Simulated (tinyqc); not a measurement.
Carrier lifetime from Shockley-Read-Hall, radiative, Auger and surface recombination: one step, computed by the program tinyqc. Command: `OMP_NUM_THREADS=1 python tinyqc.py 3013665 3013666 out.jsonl lifetime walk`. One thread of a shared host (Intel(R) Xeon(R) Processor @ 2.30GHz), about 0.02 s of CPU time with the checks.

Energies are counted from the top of the valence band. Boltzmann statistics, full ionisation, and equal excess densities of electrons and holes.

Question. Capture times and SRH densities. v = sqrt(3 k_B T/m) with m_e or m_h; tau_n0 = 1/(sigma_n v_n N_t), tau_p0 = 1/(sigma_p v_p N_t); n1 = N_c exp(-(E_g - E_t)/k_B T), p1 = N_v exp(-E_t/k_B T).

Inputs (values chosen for the exercise, with bands modelled on GaSb): gap E_g = 0.738 eV; electron mass m_e = 0.0404 m_0; hole mass m_h = 0.398 m_0; temperature T = 300 K; trap level E_t = 0.346 eV; trap density N_t = 5.8e+12 cm^-3; electron cross-section sigma_n = 3.8e-16 cm^2; hole cross-section sigma_p = 2e-15 cm^2.

Doping: p-type. Surface term: two equal surfaces.

N_c = 2.037718e+17 cm^-3

N_v = 6.300813e+18 cm^-3

Constants: k_B = 1.380649e-23 J/K; m_0 = 9.1093837015e-31 kg; k_B = 8.617333262e-05 eV/K.

Give: v_n; v_p; tau_n0; tau_p0; n1; p1.

Answer.

v_n = 5.8107e+07 cm/s

v_p = 1.8513e+07 cm/s

tau_n0 = 7.8084e-06 s

tau_p0 = 4.6566e-06 s

n1 = 5.2946e+10 cm^-3

p1 = 9.7018e+12 cm^-3
